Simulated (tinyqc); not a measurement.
Worked calculation: LCCD on RHF in the sto-3g basis, frozen core, for BeH2, spin multiplicity 1. Computed by tinyqc, a small Python program that keeps every step (integrals from PySCF). Settings: charge = 0, multiplicity = 1, basis = sto-3g, method = RHF, frozen orbitals = 1, energy threshold = 1e-10, iteration cap = 73, orthogonalisation = symmetric, start = core, DIIS depth = 6, amplitude equations = LCCD, DIIS depth for amplitudes = 6, cap on updates = 70. Command: `OMP_NUM_THREADS=1 python tinyqc.py 26177 26178 out.jsonl` (the two numbers bound the seeds that draw the settings). One thread of a shared host (Intel(R) Xeon(R) Processor @ 2.60GHz), about 0.08 s of CPU time with the checks. The early iterations of the SCF are left out here.

## One-electron integrals

Geometry (angstrom):
```
atom         x          y         z
Be    0.000000   0.000000  0.000000
H     0.000000   1.307000  0.000000
H     0.000000  -1.307000  0.000000
```

Basis sto-3g: exponents (1/bohr^2) and contraction coefficients of normalised primitives:
```
element  l (shell)   exponent  coefficient
Be           s (1)  30.167871     0.154329
Be           s (1)   5.495115     0.535328
Be           s (1)   1.487193     0.444635
Be           s (2)   1.314833    -0.099967
Be           s (2)   0.305539     0.399513
Be           s (2)   0.099371     0.700115
Be           p (3)   1.314833     0.155916
Be           p (3)   0.305539     0.607684
Be           p (3)   0.099371     0.391957
H            s (1)   3.425251     0.154329
H            s (1)   0.623914     0.535328
H            s (1)   0.168855     0.444635
```

Overlap, kinetic and nuclear-attraction integrals over the contracted functions; the nuclear repulsion is the sum of Za Zb / Rab.

nuclear repulsion = 3.44147383 hartree

overlap S:
```
           1Be 1s    1Be 2s   1Be 2px    1Be 2py   1Be 2pz     2H 1s      3H 1s
1Be 1s   1.000000  0.259517  0.000000   0.000000  0.000000  0.074741   0.074741
1Be 2s   0.259517  1.000000  0.000000   0.000000  0.000000  0.473369   0.473369
1Be 2px  0.000000  0.000000  1.000000   0.000000  0.000000  0.000000   0.000000
1Be 2py  0.000000  0.000000  0.000000   1.000000  0.000000  0.534962  -0.534962
1Be 2pz  0.000000  0.000000  0.000000   0.000000  1.000000  0.000000   0.000000
2H 1s    0.074741  0.473369  0.000000   0.534962  0.000000  1.000000   0.039859
3H 1s    0.074741  0.473369  0.000000  -0.534962  0.000000  0.039859   1.000000
```

kinetic energy T (hartree):
```
            1Be 1s     1Be 2s   1Be 2px    1Be 2py   1Be 2pz      2H 1s      3H 1s
1Be 1s    6.693975  -0.033012  0.000000   0.000000  0.000000  -0.016648  -0.016648
1Be 2s   -0.033012   0.211111  0.000000   0.000000  0.000000   0.074340   0.074340
1Be 2px   0.000000   0.000000  0.660592   0.000000  0.000000   0.000000   0.000000
1Be 2py   0.000000   0.000000  0.000000   0.660592  0.000000   0.205142  -0.205142
1Be 2pz   0.000000   0.000000  0.000000   0.000000  0.660592   0.000000   0.000000
2H 1s    -0.016648   0.074340  0.000000   0.205142  0.000000   0.760032  -0.009889
3H 1s    -0.016648   0.074340  0.000000  -0.205142  0.000000  -0.009889   0.760032
```

nuclear attraction V (hartree):
```
             1Be 1s     1Be 2s    1Be 2px    1Be 2py    1Be 2pz      2H 1s      3H 1s
1Be 1s   -15.370851  -2.109391   0.000000   0.000000   0.000000  -0.607697  -0.607697
1Be 2s    -2.109391  -3.065316   0.000000   0.000000   0.000000  -1.422369  -1.422369
1Be 2px    0.000000   0.000000  -2.966744   0.000000   0.000000   0.000000   0.000000
1Be 2py    0.000000   0.000000   0.000000  -3.207482   0.000000  -1.573089   1.573089
1Be 2pz    0.000000   0.000000   0.000000   0.000000  -2.966744   0.000000   0.000000
2H 1s     -0.607697  -1.422369   0.000000  -1.573089   0.000000  -3.033889  -0.139637
3H 1s     -0.607697  -1.422369   0.000000   1.573089   0.000000  -0.139637  -3.033889
```

core Hamiltonian H = T + V (hartree):
```
            1Be 1s     1Be 2s    1Be 2px    1Be 2py    1Be 2pz      2H 1s      3H 1s
1Be 1s   -8.676876  -2.142403   0.000000   0.000000   0.000000  -0.624345  -0.624345
1Be 2s   -2.142403  -2.854205   0.000000   0.000000   0.000000  -1.348030  -1.348030
1Be 2px   0.000000   0.000000  -2.306153   0.000000   0.000000   0.000000   0.000000
1Be 2py   0.000000   0.000000   0.000000  -2.546890   0.000000  -1.367947   1.367947
1Be 2pz   0.000000   0.000000   0.000000   0.000000  -2.306153   0.000000   0.000000
2H 1s    -0.624345  -1.348030   0.000000  -1.367947   0.000000  -2.273857  -0.149527
3H 1s    -0.624345  -1.348030   0.000000   1.367947   0.000000  -0.149527  -2.273857
```

## Two-electron integrals

Functions are numbered as in S; the eight-fold symmetry (ij|kl) = (ji|kl) = (kl|ij) leaves the list below.

Two-electron integrals (ij|kl) in chemists' order, unique and non-zero (hartree):
```
(11|11) 2.298831    (21|11) 0.392036    (21|21) 0.079539    (22|11) 0.570988
(22|21) 0.143041    (22|22) 0.417683    (31|31) 0.014607    (32|31) 0.021888
(32|32) 0.092265    (33|11) 0.569578    (33|21) 0.143083    (33|22) 0.417589
(33|33) 0.449859    (41|41) 0.014607    (42|41) 0.021888    (42|42) 0.092265
(43|43) 0.024249    (44|11) 0.569578    (44|21) 0.143083    (44|22) 0.417589
(44|33) 0.401360    (44|44) 0.449859    (51|51) 0.014607    (52|51) 0.021888
(52|52) 0.092265    (53|53) 0.024249    (54|54) 0.024249    (55|11) 0.569578
(55|21) 0.143083    (55|22) 0.417589    (55|33) 0.401360    (55|44) 0.401360
(55|55) 0.449859    (61|11) 0.111935    (61|21) 0.022681    (61|22) 0.041047
(61|33) 0.040745    (61|41) 0.002048    (61|42) 0.003806    (61|44) 0.041673
(61|55) 0.040745    (61|61) 0.006795    (62|11) 0.236390    (62|21) 0.059897
(62|22) 0.186351    (62|33) 0.179716    (62|41) 0.007887    (62|42) 0.045420
(62|44) 0.199455    (62|55) 0.179716    (62|61) 0.018851    (62|62) 0.117163
(63|31) 0.005926    (63|32) 0.026601    (63|43) 0.008189    (63|63) 0.011815
(64|11) 0.241669    (64|21) 0.062055    (64|22) 0.202656    (64|33) 0.190700
(64|41) 0.012981    (64|42) 0.071272    (64|44) 0.226359    (64|55) 0.190700
(64|61) 0.020570    (64|62) 0.145854    (64|64) 0.189196    (65|51) 0.005926
(65|52) 0.026601    (65|54) 0.008189    (65|65) 0.011815    (66|11) 0.400541
(66|21) 0.103406    (66|22) 0.357209    (66|33) 0.331336    (66|41) 0.017184
(66|42) 0.123046    (66|44) 0.408652    (66|55) 0.331336    (66|61) 0.033676
(66|62) 0.277019    (66|64) 0.368299    (66|66) 0.774606    (71|11) 0.111935
(71|21) 0.022681    (71|22) 0.041047    (71|33) 0.040745    (71|41) -0.002048
(71|42) -0.003806   (71|44) 0.041673    (71|55) 0.040745    (71|61) 0.006185
(71|62) 0.015902    (71|64) 0.015758    (71|66) 0.026940    (71|71) 0.006795
(72|11) 0.236390    (72|21) 0.059897    (72|22) 0.186351    (72|33) 0.179716
(72|41) -0.007887   (72|42) -0.045420   (72|44) 0.199455    (72|55) 0.179716
(72|61) 0.015902    (72|62) 0.064988    (72|64) 0.063410    (72|66) 0.114800
(72|71) 0.018851    (72|72) 0.117163    (73|31) 0.005926    (73|32) 0.026601
(73|43) -0.008189   (73|63) 0.005409    (73|73) 0.011815    (74|11) -0.241669
(74|21) -0.062055   (74|22) -0.202656   (74|33) -0.190700   (74|41) 0.012981
(74|42) 0.071272    (74|44) -0.226359   (74|55) -0.190700   (74|61) -0.015758
(74|62) -0.063410   (74|64) -0.058474   (74|66) -0.109200   (74|71) -0.020570
(74|72) -0.145854   (74|74) 0.189196    (75|51) 0.005926    (75|52) 0.026601
(75|54) -0.008189   (75|65) 0.005409    (75|75) 0.011815    (76|11) 0.025461
(76|21) 0.006287    (76|22) 0.017601    (76|33) 0.017311    (76|44) 0.018171
(76|55) 0.017311    (76|61) 0.001812    (76|62) 0.008061    (76|64) 0.008915
(76|66) 0.015887    (76|71) 0.001812    (76|72) 0.008061    (76|74) -0.008915
(76|76) 0.000757    (77|11) 0.400541    (77|21) 0.103406    (77|22) 0.357209
(77|33) 0.331336    (77|41) -0.017184   (77|42) -0.123046   (77|44) 0.408652
(77|55) 0.331336    (77|61) 0.026940    (77|62) 0.114800    (77|64) 0.109200
(77|66) 0.202379    (77|71) 0.033676    (77|72) 0.277019    (77|74) -0.368299
(77|76) 0.015887    (77|77) 0.774606
```

## Orthogonalisation

S = U s U^T; symmetric (Loewdin) form X = U s^(-1/2) U^T, so that X^T S X = 1.

eigenvalues of S: 0.223258  0.329799  0.934506  1.000000  1.000000  1.736883  1.775554

X:
```
            1Be 1s     1Be 2s   1Be 2px    1Be 2py   1Be 2pz      2H 1s      3H 1s
1Be 1s    1.028277  -0.152893  0.000000   0.000000  0.000000   0.016597   0.016597
1Be 2s   -0.152893   1.279533  0.000000   0.000000  0.000000  -0.331093  -0.331093
1Be 2px   0.000000   0.000000  1.000000   0.000000  0.000000   0.000000   0.000000
1Be 2py   0.000000   0.000000  0.000000   1.419710  0.000000  -0.479823   0.479823
1Be 2pz   0.000000   0.000000  0.000000   0.000000  1.000000   0.000000   0.000000
2H 1s     0.016597  -0.331093  0.000000  -0.479823  0.000000   1.336938  -0.118523
3H 1s     0.016597  -0.331093  0.000000   0.479823  0.000000  -0.118523   1.336938
```

## Iteration 7 (converged): orbitals

converged F (hartree):
```
            1Be 1s     1Be 2s   1Be 2px    1Be 2py   1Be 2pz      2H 1s      3H 1s
1Be 1s   -4.515251  -1.287959  0.000000   0.000000  0.000000  -0.381302  -0.381302
1Be 2s   -1.287959  -0.638645  0.000000   0.000000  0.000000  -0.429887  -0.429887
1Be 2px   0.000000   0.000000  0.211243   0.000000  0.000000   0.000000   0.000000
1Be 2py   0.000000   0.000000  0.000000  -0.250245  0.000000  -0.338475   0.338475
1Be 2pz   0.000000   0.000000  0.000000   0.000000  0.211243   0.000000   0.000000
2H 1s    -0.381302  -0.429887  0.000000  -0.338475  0.000000  -0.327542  -0.056536
3H 1s    -0.381302  -0.429887  0.000000   0.338475  0.000000  -0.056536  -0.327542
```

Diagonalise F' = X^T F X, C = X C', fill 3 alpha and 3 beta electrons from the bottom; D = 2 C_occ C_occ^T. Each column has its largest component positive (the first on a tie).

F' = X^T F X (hartree):
```
           1          2         3          4         5          6          7
1  -4.406049  -0.685876  0.000000   0.000000  0.000000  -0.068517  -0.068517
2  -0.685876  -0.080149  0.000000   0.000000  0.000000  -0.344818  -0.344818
3   0.000000   0.000000  0.211243   0.000000  0.000000   0.000000   0.000000
4   0.000000   0.000000  0.000000   0.293116  0.000000  -0.495528   0.495528
5   0.000000   0.000000  0.000000   0.000000  0.211243   0.000000   0.000000
6  -0.068517  -0.344818  0.000000  -0.495528  0.000000   0.117331  -0.138867
7  -0.068517  -0.344818  0.000000   0.495528  0.000000  -0.138867   0.117331
```

orbital energies (hartree): MO1 -4.518712, MO2 -0.461716, MO3 -0.426368, MO4 0.211243, MO5 0.211243, MO6 0.472695, MO7 0.975682

coefficients C:
```
               MO1        MO2        MO3       MO4       MO5        MO6        MO7
1Be 1s    0.991750  -0.226377   0.000000  0.000000  0.000000  -0.215563   0.000000
1Be 2s    0.031707   0.551012   0.000000  0.000000  0.000000   1.255073   0.000000
1Be 2px   0.000000   0.000000   0.000000  1.000000  0.000000   0.000000   0.000000
1Be 2py   0.000000   0.000000   0.504482  0.000000  0.000000   0.000000   1.490481
1Be 2pz   0.000000   0.000000   0.000000  0.000000  1.000000   0.000000   0.000000
2H 1s    -0.002545   0.395005   0.402460  0.000000  0.000000  -0.834344  -1.061809
3H 1s    -0.002545   0.395005  -0.402460  0.000000  0.000000  -0.834344   1.061809
```

D after iteration 7:
```
            1Be 1s     1Be 2s   1Be 2px    1Be 2py   1Be 2pz      2H 1s      3H 1s
1Be 1s    2.069628  -0.186583  0.000000   0.000000  0.000000  -0.183888  -0.183888
1Be 2s   -0.186583   0.609239  0.000000   0.000000  0.000000   0.435143   0.435143
1Be 2px   0.000000   0.000000  0.000000   0.000000  0.000000   0.000000   0.000000
1Be 2py   0.000000   0.000000  0.000000   0.509005  0.000000   0.406068  -0.406068
1Be 2pz   0.000000   0.000000  0.000000   0.000000  0.000000   0.000000   0.000000
2H 1s    -0.183888   0.435143  0.000000   0.406068  0.000000   0.636019  -0.011878
3H 1s    -0.183888   0.435143  0.000000  -0.406068  0.000000  -0.011878   0.636019
```

Within a degenerate level the vectors are fixed only up to a rotation; this is one choice.

## Convergence

Stop when the energy changes by less than 1e-10 hartree and every element of the error matrix X^T (F D S - S D F) X is below 3e-06.

Course of the cycle:
```
iteration   E (hartree)     change  largest element of the error matrix
1          -15.16379586          -                             5.46e-01
2          -15.55783227  -3.94e-01                             5.77e-02
3          -15.56112365  -3.29e-03                             1.32e-03
4          -15.56112825  -4.60e-06                             2.36e-04
5          -15.56112838  -1.29e-07                             9.89e-06
6          -15.56112838  -1.18e-10                             5.36e-09
7          -15.56112838  -7.11e-15                             2.52e-09
```

PySCF RHF in the same basis = -15.56112838 hartree

Converged in 7 iterations.

## Integrals over molecular orbitals

(pq|rs) = sum C_ip C_jq C_kr C_ls (ij|kl), one index at a time.

one-electron integrals over orbitals h = C^T H C (hartree):
```
           1          2          3          4          5          6          7
1  -8.665191   0.227799   0.000000   0.000000   0.000000   0.191556   0.000000
2   0.227799  -2.483293   0.000000   0.000000   0.000000  -0.163408   0.000000
3   0.000000   0.000000  -2.447322   0.000000   0.000000   0.000000  -0.275087
4   0.000000   0.000000   0.000000  -2.306153   0.000000   0.000000   0.000000
5   0.000000   0.000000   0.000000   0.000000  -2.306153   0.000000   0.000000
6   0.191556  -0.163408   0.000000   0.000000   0.000000  -1.916631   0.000000
7   0.000000   0.000000  -0.275087   0.000000   0.000000   0.000000  -1.788420
```

Two-electron integrals over orbitals (pq|rs), unique and non-zero (hartree); the lowest 1 orbital is frozen and left out:
```
(22|22) 0.401191    (32|32) 0.164892    (33|22) 0.414599    (33|33) 0.437718
(42|42) 0.049715    (43|43) 0.014898    (44|22) 0.370967    (44|33) 0.358749
(44|44) 0.449859    (52|52) 0.049715    (53|53) 0.014898    (54|54) 0.024249
(55|22) 0.370967    (55|33) 0.358749    (55|44) 0.401360    (55|55) 0.449859
(62|22) -0.025873   (62|33) -0.048655   (62|44) 0.050529    (62|55) 0.050529
(62|62) 0.077200    (63|32) -0.095159   (63|63) 0.083304    (64|42) 0.047494
(64|64) 0.050994    (65|52) 0.047494    (65|65) 0.050994    (66|22) 0.399139
(66|33) 0.410153    (66|44) 0.368788    (66|55) 0.368788    (66|62) -0.035912
(66|66) 0.413616    (72|32) -0.044932   (72|63) 0.061154    (72|72) 0.056556
(73|22) -0.006752   (73|33) -0.021828   (73|44) 0.057887    (73|55) 0.057887
(73|62) 0.072469    (73|66) -0.027332   (73|73) 0.081937    (74|43) 0.013809
(74|74) 0.016479    (75|53) 0.013809    (75|75) 0.016479    (76|32) 0.143092
(76|63) -0.095947   (76|72) -0.056682   (76|76) 0.141187    (77|22) 0.431250
(77|33) 0.450223    (77|44) 0.392511    (77|55) 0.392511    (77|62) -0.038826
(77|66) 0.438645    (77|73) -0.013034   (77|77) 0.492671
```

## LCCD: starting amplitudes

t_ij^ab = <ij||ab> / (e_i + e_j - e_a - e_b), whose energy is MP2.

Starting amplitudes (spin orbitals 1a, 1b, ...; amplitudes related by a flip of all spins are not repeated):
```
from      to          t
3a 3b  6a 6b  -0.046328
2a 2b  6a 6b  -0.041309
2a 2b  5a 5b  -0.036938
2a 2b  4a 4b  -0.036938
2a 3b  6a 7b  -0.031017
3a 3b  7a 7b  -0.029220
2a 3b  6b 7a   0.026174
2a 2b  7a 7b  -0.019673
3a 3b  5a 5b  -0.011682
3a 3b  4a 4b  -0.011682
2a 3a  6a 7a  -0.004843
```

correlation energy = -0.02238238 hartree

## LCCD: amplitude update 1

t_ij^ab D_ij^ab are set to the remaining terms of the spin-orbital equations, evaluated with the old amplitudes; for the doubles these are <ij||ab> + 1/2 <ab||ef> t_ij^ef + 1/2 <mn||ij> t_mn^ab + P(ij)P(ab) <mb||ej> t_im^ae, D the orbital-energy denominators (linear CCD).

Amplitudes after update 1 (spin orbitals 1a, 1b, ...; amplitudes related by a flip of all spins are not repeated):
```
from      to          t
3a 3b  6a 6b  -0.063277
2a 2b  6a 6b  -0.053563
2a 2b  5a 5b  -0.047673
2a 2b  4a 4b  -0.047673
2a 3b  6a 7b  -0.042438
3a 3b  7a 7b  -0.036940
2a 3b  6b 7a   0.036850
2a 2b  7a 7b  -0.025244
3a 3b  5a 5b  -0.009196
3a 3b  4a 4b  -0.009196
2a 3a  6a 7a  -0.005588
```

correlation energy = -0.02965928 hartree

## LCCD: convergence

E_corr = 1/4 sum <ij||ab> t_ij^ab; stop when the norm of the change is below 1e-8.

Course of the amplitude iterations:
```
update  correlation energy (hartree)  norm of the change
0                        -0.02238238                   -
1                        -0.02965928            7.10e-02
2                        -0.03218356            2.71e-02
3                        -0.03370924            1.15e-02
4                        -0.03369482            1.89e-03
5                        -0.03369254            3.21e-04
6                        -0.03369282            1.72e-05
7                        -0.03369280            3.08e-06
8                        -0.03369280            4.30e-07
9                        -0.03369280            6.36e-09
```

Converged amplitudes (spin orbitals 1a, 1b, ...; amplitudes related by a flip of all spins are not repeated):
```
from      to          t
3a 3b  6a 6b  -0.075965
2a 2b  6a 6b  -0.059015
2a 2b  5a 5b  -0.054928
2a 2b  4a 4b  -0.054928
2a 3b  6a 7b  -0.048514
2a 3b  6b 7a   0.042654
3a 3b  7a 7b  -0.040371
2a 2b  7a 7b  -0.028444
2a 3a  6a 7a  -0.005861
3a 3b  4a 4b  -0.001664
3a 3b  5a 5b  -0.001664
```

LCCD total energy = -15.59482118 hartree

Converged in 9 updates, with DIIS from the third.
